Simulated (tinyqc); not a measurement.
Deformation-potential model of the Delta valleys of a conduction band: one step. Conductivity mass tensor. Three cases, with inputs chosen for the exercise.

Task: With one scattering time for all valleys the conductivity goes as M = sum_i n_i (inverse mass tensor of valley i); along the unit vector u, 1/m_c = u.M.u. Without stress 1/m_c = (1/ml + 2/mt)/3. Take u along [100].

Valleys with axes along x, y and z, each a pair at +k and -k. Herring-Vogt shift of a valley with unit axis a: dE = Xd tr(e) + Xu a.e.a. Non-degenerate shares n_i = exp(-dE_i/kT)/sum_j exp(-dE_j/kT). Inverse mass tensor of a valley: (1 - a a)/mt + a a/ml; the masses are taken as independent of strain.

Case 1.

Values chosen (out of a larger set: near those of Si; not measured data): ml = 0.917 m0 (longitudinal mass); mt = 0.183 m0 (transverse mass).

shares: x 0.003556, y 0.003556, z 0.992887

Case 2.

Values chosen (out of a larger set: near those of Si; not measured data): ml = 0.903 m0 (longitudinal mass); mt = 0.194 m0 (transverse mass).

shares: x 0.333333, y 0.333333, z 0.333333

Case 3.

Values chosen (out of a larger set: near those of Si; not measured data): ml = 0.933 m0 (longitudinal mass); mt = 0.191 m0 (transverse mass).

shares: x 0.769158, y 0.115421, z 0.115421

Give: M; m_c along [100]; m_c without stress.

Result:

Case 1.

M (1/m0):
```
       x      y      z
x  5.449  0.000  0.000
y  0.000  5.449  0.000
z  0.000  0.000  1.122
```

m_c along [100] = 0.1835 m0
m_c without stress = 0.2496 m0

The repopulation alone changes the mobility along [100] by +36.0 %; with all electrons in the valleys lightest or heaviest along this direction it would change by +36 or -73 %.

Case 2.

M (1/m0):
```
       x      y      z
x  3.806  0.000  0.000
y  0.000  3.806  0.000
z  0.000  0.000  3.806
```

m_c along [100] = 0.2628 m0
m_c without stress = 0.2628 m0

The mobility along [100] does not change; with all electrons in the valleys lightest or heaviest along this direction it would change by +35 or -71 %.

Case 3.

M (1/m0):
```
       x      y      z
x  2.033  0.000  0.000
y  0.000  4.755  0.000
z  0.000  0.000  4.755
```

m_c along [100] = 0.4919 m0
m_c without stress = 0.2599 m0

The repopulation alone changes the mobility along [100] by -47.2 %; with all electrons in the valleys lightest or heaviest along this direction it would change by +36 or -72 %.

Computed by tinyqc, one run a case: `OMP_NUM_THREADS=1 python tinyqc.py N N+1 out.jsonl` with N = 1050628, 1051133, 1080163; one thread of a shared Intel(R) Xeon(R) Processor @ 2.30GHz, about 0.03 s a run at most.
